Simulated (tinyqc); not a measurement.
Metal-interlayer-semiconductor contact, depinning against tunnelling resistance: two steps of the calculation.

Zero bias, n-type semiconductor. Gap states at the semiconductor surface thin out as exp(-be ti), which unpins the barrier; electrons must then cross the interlayer (a rectangular barrier, no voltage drop across it) and the parabolic depleted layer, both by WKB. Energies E are counted from the Fermi level; no image force, parabolic bands.

Inputs (values chosen for the exercise); semiconductor values close to those of silicon; interlayer mass of the order of that in aluminium oxide, offset chosen freely: temperature T = 300 K; band gap Eg = 1.12 eV; relative permittivity eps_r = 11.9; electron affinity chi = 3.97 eV; conduction-band density of states at T Nc = 2.8e19 cm^-3; tunnelling mass in the semiconductor mt = 0.187 m0; Richardson mass mA = 2.1 m0; donor density Nd = 1.1e19 cm^-3; charge-neutrality level above the valence band E0 = 0.35 eV; pinning factor without interlayer S0 = 0.28; metal work function phiM = 4.3 eV; interlayer thickness ti = 0.6 nm; conduction-band offset of the interlayer above the semiconductor dE = 2.54 eV; tunnelling mass in the interlayer mi = 0.36 m0; decay constant of gap states through the interlayer be = 3.4 1/nm.

Constants: q = 1.602176634e-19 C, kB = 1.380649e-23 J/K, eps0 = 8.8541878128e-12 F/m, hbar = 1.054571817e-34 J s, h = 6.62607015e-34 J s, m0 = 9.1093837015e-31 kg, Vt = kB T/q, hbar^2/(2 m0) = 0.0380998212 eV nm^2. Results are converted to the units shown.

Problem 1. Pinning, barrier and scales. S = 1/(1 + (1/S0 - 1) exp(-be ti)); phiB = S (phiM - chi) + (1 - S)(Eg - E0); xi = Ec - EF deep inside, from Nd = Nc F(-xi/Vt), F(x) = (2/sqrt(pi)) int_0^infinity sqrt(u) du/(1 + exp(u - x)); band bending U = phiB - xi; E00 = (hbar/2) sqrt(Nd/(eps0 eps_r mt m0)) in volts; A = 4 pi q mA m0 kB^2/h^3.

Wanted: S; phiB; xi; U; E00; A.

Solution 1.

S = 0.7494
phiB = 0.4403 eV
xi = 0.02058 eV
U = 0.4197 eV
E00 = 0.04128 eV
A = 252.4 A/(cm^2 K^2)

Problem 2. Exponents and integrand on an energy grid. With U = phiB - xi: for xi < E < phiB, y = (E - xi)/U and G1 = (U/E00) [sqrt(1 - y) - y ln((1 + sqrt(1 - y))/sqrt(y))], G1 = 0 above phiB; G2 = 2 ti sqrt(mi max(phiB + dE - E, 0)/C), C = hbar^2/(2 m0); f = 1/(1 + exp(E/Vt)); integrand exp(-G1 - G2) f.

E, point 0 to 16 (eV): [0.03, 0.05312, 0.07625, 0.09938, 0.1225, 0.14562, 0.16875, 0.19188, 0.215, 0.23812, 0.26125, 0.28438, 0.3075, 0.33062, 0.35375, 0.37687, 0.4]
phiB = 0.44025379 eV
xi = 0.020582544 eV
E00 = 0.041279018 eV

Find: G1; G2; f; integrand.

Solution 2.

```
point     G1     G2         f  integrand (1e-8)
0      9.462  6.336    0.2386             3.287
1      8.226  6.311    0.1136             5.519
2      7.219  6.286   0.04976             6.790
3      6.340  6.261   0.02096             7.062
4      5.554  6.236  0.008676             6.581
5      4.841  6.210  0.003566             5.656
6      4.190  6.185  0.001460             4.555
7      3.594  6.160  5.974e-4             3.470
8      3.048  6.134  2.444e-4             2.515
9      2.547  6.108  9.993e-5             1.742
10     2.088  6.082  4.085e-5             1.155
11     1.671  6.056  1.670e-5             0.735
12     1.295  6.030  6.827e-6             0.450
13     0.958  6.004  2.791e-6             0.264
14     0.663  5.978  1.141e-6             0.149
15     0.411  5.952  4.665e-7             0.080
16     0.205  5.925  1.907e-7             0.041
```

Range of the model: The depletion charge would drop about 0.094 V across such an interlayer (eps_r near 9) at ti = 0.6 nm and Nd = 1.1e19 cm^-3, against a band bending of 0.42 V; this model leaves that drop out.

tinyqc, about 0.04 s, one thread, Intel Xeon 2.30GHz (shared host): `OMP_NUM_THREADS=1 python tinyqc.py 2270129 2270130 out.jsonl`
